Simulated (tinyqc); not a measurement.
The first four gaps: longitudinal sound in a periodic multilayer: transfer matrices, stop bands and folded phonons. Computed by tinyqc, a small Python program. Command: `OMP_NUM_THREADS=1 python tinyqc.py 3021201 3021202 out.jsonl multilayer walk`. One thread of a shared host (Intel(R) Xeon(R) Processor @ 2.30GHz), about 0.01 s of CPU time with the checks.

Layers 1 and 2 repeat with period d = d_1 + d_2; waves travel normal to the layers, without loss. State vector (u, s): displacement u and stress divided by omega. Impedances Z = rho v are in 1e6 kg/(m^2 s).

Inputs (values chosen for the exercise, modelled on silica (layer 1), tungsten (layer 2) and gallium arsenide (substrate)): density rho_1 = 2.21 g/cm^3; velocity v_1 = 5900 m/s; thickness d_1 = 22 nm; density rho_2 = 19 g/cm^3; velocity v_2 = 5240 m/s; thickness d_2 = 19.2 nm; substrate density = 5.42 g/cm^3; substrate velocity = 4800 m/s.

Method:
- Z = rho v; interface reflection r = (Z_2 - Z_1)/(Z_2 + Z_1) (stress amplitude, from 1 into 2); Bragg frequency f_B = 1/[2 (d_1/v_1 + d_2/v_2)]; long-wave velocity v_eff = d/sqrt[(d_1/v_1)^2 + (d_2/v_2)^2 + (Z_1/Z_2 + Z_2/Z_1)(d_1/v_1)(d_2/v_2)].
- A layer maps (u, s) by [[cos p, sin p/Z], [-Z sin p, cos p]], p = 2 pi f d_i/v_i; one period is M = M_2 M_1, and cos(q d) = trace(M)/2.
- Gap m contains m f_B; its edges, where trace(M)/2 = (-1)^m, are found by root search. Weak-contrast estimate of the width: (4 f_B/pi) |r sin(m pi a)|, a = (d_1/v_1)/(d_1/v_1 + d_2/v_2).

Bragg frequency f_B = 67.6321 GHz

Z_1 = 13.039

Z_2 = 99.56

interface reflection r = 0.768399

Stop bands (GHz):
```
m  lower edge  upper edge   width  weak-contrast estimate
1       29.90      105.35  75.450                  66.162
2      134.36      136.18   1.819                   1.819
3      165.19      240.57  75.372                  66.112
4      268.72      272.36   3.637                   3.636
```

What does the comparison show, and why?

With a = 0.504, gap 1 is the widest and gap 2 the narrowest: the layers are near a quarter wave each at f_B, so the even gaps almost close. The weak-contrast estimate misses the first width by -12.3 % at |r| = 0.77. Odd gaps open at the edge of the folded zone (q = pi/d), even ones at its centre.
